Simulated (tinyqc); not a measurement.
Landau-Devonshire theory of a uniaxial ferroelectric: one step, computed by the program tinyqc.

G(P) = (alpha/2) P^2 + (beta*/4) P^4 + (gamma/6) P^6 - E P per volume, SI units, one domain, P along the polar axis, which is normal to the film.

Question. Spontaneous polarisation, susceptibility, coercive field. Ps^2 = [-beta* + sqrt(beta*^2 - 4 alpha gamma)]/(2 gamma). chi = 1/(eps_0 G''), G'' = alpha + 3 beta* P^2 + 5 gamma P^4 at Ps. Ps, chi and the coercive field are for perfect screening, without a depolarising field. The intrinsic coercive field is |alpha P + beta* P^3 + gamma P^5| at the P_c where G'' = 0. 1 C/m^2 = 100 microcoulomb/cm^2.

Inputs (values chosen for the exercise, modelled on lead titanate): Curie-Weiss temperature T0 = 752 K; gamma = 1.62e+09 J m^9/C^6; temperature T = 555 K.

Sample: epitaxial film.

alpha = -3.941592e+08 J m/C^2

beta* = 2.156364e+08 J m^5/C^4

Constants: eps_0 = 8.8541878128e-12 F/m.

Give: spontaneous polarisation Ps; susceptibility chi; well depth G(Ps); P_c; intrinsic coercive field.

Answer.

spontaneous polarisation Ps = 65.664 microcoulomb/cm^2

susceptibility chi = 81.213

well depth G(Ps) = -53.310 MJ/m^3

P_c = 42.924 microcoulomb/cm^2

intrinsic coercive field = 128.53 MV/m

P_c/Ps = 0.654, above the 0.577 of a quartic well, as the sixth-order term matters. Real switching runs by domain nucleation at far lower fields.
